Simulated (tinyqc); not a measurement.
# MOS structure on a p-type body, non-linear Poisson equation by Newton steps, step by step

Program tinyqc, `OMP_NUM_THREADS=1 python tinyqc.py 2080146 2080147 out.jsonl`; Intel Xeon 2.30GHz, shared host, one thread, about 0.3 s. Printed values are rounded.

One dimension, insulator interface at x = 0, acceptor density Na, uniform, net doping C = -(acceptor density). psi is counted from the intrinsic level: n = ni exp((psi - Vb)/Vt), p = ni exp(-psi/Vt); deep in the body psi_b = -Vt ln(Na/ni). The gate acts through Cox = eps0 eox/tox and has the potential psi_G = Vg - (phiM - chi - Vt ln(Nc/ni)). Boltzmann statistics, full ionisation, classical densities, no oxide or interface charge.

Inputs (values chosen for the exercise); band and dielectric values those of a made-up semiconductor:
```
symbol    value   unit                                                                 meaning
T           300      K                                                             temperature
Eg         1.08     eV                                                                band gap
eps_r        14                                                          relative permittivity
Nc      2.76e19  cm^-3                                  conduction-band density of states at T
Nv       2.5e19  cm^-3                                     valence-band density of states at T
chi        4.84     eV                                                       electron affinity
Na       6.9e15  cm^-3                                       acceptor density deep in the body
eox        25.2         relative permittivity of the gate insulator (close to zirconium oxide)
tox          36     nm                                                     insulator thickness
phiM       5.48     eV                                                      gate work function
Vb            0      V                         electron quasi-Fermi potential against the body
Vg         0.42      V                                           gate voltage against the body
```

Constants: q = 1.602176634e-19 C, kB = 1.380649e-23 J/K, Vt = kB T/q, eps0 = 8.8541878128e-14 F/cm where lengths are in cm. Results are converted to the units shown.

## Scales and end potentials

ni = sqrt(Nc Nv) exp(-Eg/(2 Vt)), Eg in volts; Cox, psi_G and psi_b as defined.

ni = 2.227531e10 cm^-3
Cox = 0.6197931 uF/cm^2
psi_G = 0.3212789 V
psi_b = -0.3268611 V

## Net doping on the mesh

| node | x (nm) |
|---|---|
| 0 | 0 |
| 1 | 0.8 |
| 2 | 2.22 |
| 3 | 4.74 |
| 4 | 9.22 |
| 5 | 17.2 |
| 6 | 31.3 |
| 7 | 56.4 |
| 8 | 101 |
| 9 | 180 |
| 10 | 321 |
| 11 | 570 |
| 12 | 1010 |

C = -(Na), taken at the nodes.

| node | net doping C (cm^-3) |
|---|---|
| 0 | -6.9e15 |
| 1 | -6.9e15 |
| 2 | -6.9e15 |
| 3 | -6.9e15 |
| 4 | -6.9e15 |
| 5 | -6.9e15 |
| 6 | -6.9e15 |
| 7 | -6.9e15 |
| 8 | -6.9e15 |
| 9 | -6.9e15 |
| 10 | -6.9e15 |
| 11 | -6.9e15 |
| 12 | -6.9e15 |

## Couplings between neighbouring nodes

a_i = eps0 eps_r/h_i for the interval from node i to i + 1, with h_i = x_(i+1) - x_i in cm.

| interval | coupling a_i (F/cm^2) |
|---|---|
| 0 | 1.549483e-5 |
| 1 | 8.729481e-6 |
| 2 | 4.918993e-6 |
| 3 | 2.766934e-6 |
| 4 | 1.553366e-6 |
| 5 | 8.791392e-7 |
| 6 | 4.938591e-7 |
| 7 | 2.779341e-7 |
| 8 | 1.569097e-7 |
| 9 | 8.791392e-8 |
| 10 | 4.978258e-8 |
| 11 | 2.817242e-8 |

## Starting potential

A straight line in x from psi_G at node 0 to psi_b at the last node.

| node | psi at the start (V) |
|---|---|
| 0 | 0.3212789 |
| 1 | 0.3207655 |
| 2 | 0.3198543 |
| 3 | 0.3182371 |
| 4 | 0.3153622 |
| 5 | 0.3102413 |
| 6 | 0.3011930 |
| 7 | 0.2850857 |
| 8 | 0.2564649 |
| 9 | 0.2057688 |
| 10 | 0.1152859 |
| 11 | -0.0445031 |
| 12 | -0.3268611 |

## Iteration 1: densities, residual and Jacobian diagonal

n_i = ni exp((psi_i - Vb)/Vt), p_i = ni exp(-psi_i/Vt), rho_i = p_i - n_i + C_i, g_i = (n_i + p_i)/Vt. Box widths w_i = (h_(i-1) + h_i)/2 in cm. Residual F_i = a_i (psi_(i+1) - psi_i) - a_(i-1) (psi_i - psi_(i-1)) + q rho_i w_i; Jacobian: a_(i-1) and a_i beside the diagonal, b_i = -a_(i-1) - a_i - q g_i w_i on it. Node 0 is free: w_0 = h_0/2, F_0 = a_0 (psi_1 - psi_0) + Cox (psi_G - psi_0) + q rho_0 w_0, b_0 = -a_0 - Cox - q g_0 w_0, with Cox = eps0 eox/tox, psi_G = Vg - (phiM - chi - Vt ln(Nc/ni)). The last node is fixed.

| node | n (cm^-3) | p (cm^-3) |
|---|---|---|
| 0 | 5.559961e15 | 89243.35 |
| 1 | 5.450638e15 | 91033.29 |
| 2 | 5.261858e15 | 94299.31 |
| 3 | 4.942792e15 | 1.003865e5 |
| 4 | 4.422581e15 | 1.121946e5 |
| 5 | 3.627836e15 | 1.367729e5 |
| 6 | 2.556484e15 | 1.940906e5 |
| 7 | 1.371050e15 | 3.619048e5 |
| 8 | 4.531525e14 | 1.094972e6 |
| 9 | 6.376574e13 | 7.781444e6 |
| 10 | 1.925490e12 | 2.576952e8 |
| 11 | 3.982948e9 | 1.245785e11 |
| 12 | 71911.53 | 6.9e15 |

| node | residual F (C/cm^2) | diagonal b (F/cm^2) |
|---|---|---|
| 0 | -8.034560e-9 | -1.611600e-5 |
| 1 | -2.196457e-10 | -2.422806e-5 |
| 2 | -3.838633e-10 | -1.365490e-5 |
| 3 | -6.640986e-10 | -7.696648e-6 |
| 4 | -1.130170e-9 | -4.337376e-6 |
| 5 | -1.862167e-9 | -2.457327e-6 |
| 6 | -2.969588e-9 | -1.404052e-6 |
| 7 | -4.618212e-9 | -8.014055e-7 |
| 8 | -7.280688e-9 | -4.521998e-7 |
| 9 | -1.227290e-8 | -2.491706e-7 |
| 10 | -2.156330e-8 | -1.379292e-7 |
| 11 | -3.808387e-8 | -7.798245e-8 |

## Iteration 1: Newton step

Solve the tridiagonal system a_(i-1) d_(i-1) + b_i d_i + a_i d_(i+1) = -F_i for nodes 0 to 11, with d = 0 on fixed nodes. Half of the step is added while the largest |d| exceeds 1.5 Vt, the full step after that.

| node | Newton step d, before damping (V) |
|---|---|
| 0 | -0.066848 |
| 1 | -0.069009 |
| 2 | -0.072850 |
| 3 | -0.079684 |
| 4 | -0.091900 |
| 5 | -0.113944 |
| 6 | -0.153993 |
| 7 | -0.228955 |
| 8 | -0.369932 |
| 9 | -0.614164 |
| 10 | -0.940837 |
| 11 | -1.088978 |

| node | psi after iteration 1 (V) |
|---|---|
| 0 | 0.2878549 |
| 1 | 0.2862608 |
| 2 | 0.2834291 |
| 3 | 0.2783954 |
| 4 | 0.2694121 |
| 5 | 0.2532692 |
| 6 | 0.2241966 |
| 7 | 0.1706083 |
| 8 | 0.0714988 |
| 9 | -0.1013130 |
| 10 | -0.3551328 |
| 11 | -0.5889922 |
| 12 | -0.3268611 |

## Iteration 2: densities, residual and Jacobian diagonal

As before.

| node | n (cm^-3) | p (cm^-3) |
|---|---|---|
| 0 | 1.526064e15 | 3.251434e5 |
| 1 | 1.434808e15 | 3.458229e5 |
| 2 | 1.285949e15 | 3.858547e5 |
| 3 | 1.058425e15 | 4.687999e5 |
| 4 | 7.477340e14 | 6.635910e5 |
| 5 | 4.004599e14 | 1.239049e6 |
| 6 | 1.300652e14 | 3.814928e6 |
| 7 | 1.636504e13 | 3.032010e7 |
| 8 | 3.539570e11 | 1.401836e9 |
| 9 | 4.424254e8 | 1.121522e12 |
| 10 | 24090.99 | 2.059648e16 |
| 11 | 2.839158 | 1.747664e20 |
| 12 | 71911.53 | 6.9e15 |

| node | residual F (C/cm^2) | diagonal b (F/cm^2) |
|---|---|---|
| 0 | -4.037497e-9 | -1.611500e-5 |
| 1 | -1.677840e-10 | -2.422530e-5 |
| 2 | -3.004442e-10 | -1.365004e-5 |
| 3 | -5.413934e-10 | -7.688223e-6 |
| 4 | -9.829121e-10 | -4.323187e-6 |
| 5 | -1.774373e-9 | -2.435245e-6 |
| 6 | -3.113867e-9 | -1.374578e-6 |
| 7 | -4.942648e-9 | -7.721467e-7 |
| 8 | -6.402275e-9 | -4.348574e-7 |
| 9 | -7.357000e-9 | -2.449001e-7 |
| 10 | 5.346331e-8 | -2.626805e-6 |
| 11 | 9.646039e-4 | -0.03731336 |

## Iteration 2: Newton step

As before.

| node | Newton step d, before damping (V) |
|---|---|
| 0 | -0.0317762 |
| 1 | -0.0327875 |
| 2 | -0.0345670 |
| 3 | -0.0376748 |
| 4 | -0.0430356 |
| 5 | -0.0520315 |
| 6 | -0.0660706 |
| 7 | -0.0849682 |
| 8 | -0.1008718 |
| 9 | -0.0882484 |
| 10 | 0.0178894 |
| 11 | 0.0258515 |

| node | psi after iteration 2 (V) |
|---|---|
| 0 | 0.2719667 |
| 1 | 0.2698671 |
| 2 | 0.2661457 |
| 3 | 0.2595579 |
| 4 | 0.2478943 |
| 5 | 0.2272534 |
| 6 | 0.1911613 |
| 7 | 0.1281242 |
| 8 | 0.0210629 |
| 9 | -0.1454372 |
| 10 | -0.3461881 |
| 11 | -0.5760665 |
| 12 | -0.3268611 |

## Course of the Newton iteration

Stop when the largest undamped |d| is below 1e-9 V, or after 80 iterations.

Course of the iteration:

| iteration | largest \|F\| (C/cm^2) | largest \|d\| (V) | at node |
|---|---|---|---|
| 1 | 3.81e-8 | 1.09 | 11 |
| 2 | 9.65e-4 | 0.101 | 8 |
| 3 | 5.85e-4 | 0.0489 | 8 |
| 4 | 3.55e-4 | 0.0259 | 11 |
| 5 | 1.31e-4 | 0.0258 | 11 |
| 6 | 4.80e-5 | 0.0258 | 11 |
| 7 | 1.77e-5 | 0.0258 | 11 |
| 8 | 6.49e-6 | 0.0257 | 11 |
| 9 | 2.38e-6 | 0.0255 | 11 |
| 10 | 8.66e-7 | 0.0249 | 11 |
| 11 | 3.09e-7 | 0.0232 | 11 |
| 12 | 1.05e-7 | 0.0192 | 11 |
| 13 | 3.03e-8 | 0.0115 | 11 |
| 14 | 5.68e-9 | 3.30e-3 | 11 |
| 15 | 3.32e-10 | 2.18e-4 | 11 |
| 16 | 1.33e-12 | 8.81e-7 | 11 |
| 17 | 2.16e-17 | 1.43e-11 | 11 |

Converged in 17 iterations. Once the step is below 0.1 Vt, 2 more iteration(s) reach the threshold: near the solution the error is roughly squared each time.

## Converged densities and sheet charges

| node | converged psi (V) |
|---|---|
| 0 | 0.2573246 |
| 1 | 0.2547695 |
| 2 | 0.2502490 |
| 3 | 0.2422734 |
| 4 | 0.2282397 |
| 5 | 0.2036954 |
| 6 | 0.1617276 |
| 7 | 0.0914138 |
| 8 | -0.0196629 |
| 9 | -0.1728723 |
| 10 | -0.3083571 |
| 11 | -0.3262607 |
| 12 | -0.3268611 |

n and p as above; box widths w_i (half boxes at both ends); band bending psi_0 - psi_b; N_inv = sum w n; N_dep = -sum w (p + C); centroid sum w n x/N_inv; gate charge Cox (psi_G - psi_0)/q.

| node | n (cm^-3) | p (cm^-3) |
|---|---|---|
| 0 | 4.684754e14 | 1.059158e6 |
| 1 | 4.243875e14 | 1.169190e6 |
| 2 | 3.563057e14 | 1.392595e6 |
| 3 | 2.617210e14 | 1.895872e6 |
| 4 | 1.520837e14 | 3.262608e6 |
| 5 | 5.885120e13 | 8.431257e6 |
| 6 | 1.160720e13 | 4.274843e7 |
| 7 | 7.647293e11 | 6.488434e8 |
| 8 | 1.041122e10 | 4.765913e10 |
| 9 | 2.777771e7 | 1.786287e13 |
| 10 | 1.471133e5 | 3.372839e15 |
| 11 | 73601.32 | 6.741585e15 |
| 12 | 71911.53 | 6.9e15 |

band bending = 0.5841857 V
N_inv = 4.128404e8 cm^-2
N_dep = 2.468852e11 cm^-2
centroid of the electrons = 8.448171 nm
gate charge over q = 2.474037e11 cm^-2

N_inv + N_dep is 0.043 % below the gate charge. A mesh of about 600 nodes or more gives a band bending of 0.5849 V and N_inv = 4.036e8 cm^-2; this mesh is 2.3 % above the latter.
